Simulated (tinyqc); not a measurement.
# Worked calculation: pillar capacitor in an array: capacitance, non-linearity, leakage and relaxation

Numbers from tinyqc (`OMP_NUM_THREADS=1 python tinyqc.py 2102179 2102180 out.jsonl`; about 0.01 s on one thread of a shared Intel Xeon 2.30GHz). Printed values are rounded.

A film between two metal electrodes, each interface adding a series capacitance ci. The small-signal permittivity is ek (1 + aq E^2); the field is found with the linear permittivity. Leakage J = J0 sinh(E/Ef). After a voltage step the film passes a relaxation current kr C V tt^(-nr), tt being the time in seconds. The sidewall is a coaxial capacitor with radii a = dm/2 and b = dm/2 + t, depth AR dm; the end face is left out.

Inputs (values chosen for the exercise); permittivity of the order of that of zirconium oxide: relative permittivity of the film ek = 36.7; film thickness t = 25 nm; capacitance of each electrode interface (dead layer and screening) ci = 270 uF/cm^2; quadratic field coefficient of the permittivity aq = 0.017 cm^2/MV^2; bias V = 2.4 V; leakage prefactor J0 = 2.1e-10 A/cm^2; field for an e-fold rise of the leakage Ef = 0.36 MV/cm; diameter of the pillar dm = 250 nm; aspect ratio, depth over diameter AR = 50; pitch of the square array pt = 460 nm; resistivity of the inner electrode rho = 200 uohm cm.

Constants: eps0 = 8.8541878128e-14 F/cm where lengths are in cm. Results are converted to the units shown.

## Planar capacitance, field and non-linearity

Planar film: Cf = eps0 ek/t, 1/C = 1/Cf + 2/ci, EOT = 3.9 eps0/C, effective permittivity C t/eps0, E = (V/t) C/Cf; quadratic coefficient [C(V)/C - 1]/V^2 with Cf (1 + aq E^2) in C(V).

Cf = 1.29979 uF/cm^2
C = 1.28740 uF/cm^2
EOT = 2.68225 nm
effective permittivity = 36.3500
E = 0.950845 MV/cm
quadratic coefficient = 2642.54 ppm/V^2
J = 1.46572e-9 A/cm^2

The interfaces take 0.954 % of the voltage.

## Cell capacitance, fields and time constant

Per length 1/c = ln(b/a)/(2 pi eps0 ek) + (1/a + 1/b)/(2 pi ci); cell capacitance c AR dm; per footprint over pt^2; fields c V/(2 pi eps0 ek r) at r = a and b; resistance of the inner electrode rho AR dm/(pi a^2); time constant R C/3 of the distributed line.

a = 125 nm
b = 150 nm
cell capacitance = 138.638 fF
capacitance per footprint = 65.5189 uF/cm^2
field at a = 1.04299 MV/cm
field at b = 0.869156 MV/cm
R = 0.509296 kohm
R C/3 = 23.5359 ps

The array gives 50.9 times the planar capacitance per footprint; curvature makes the field at the inner electrode 1.10 times the planar value.
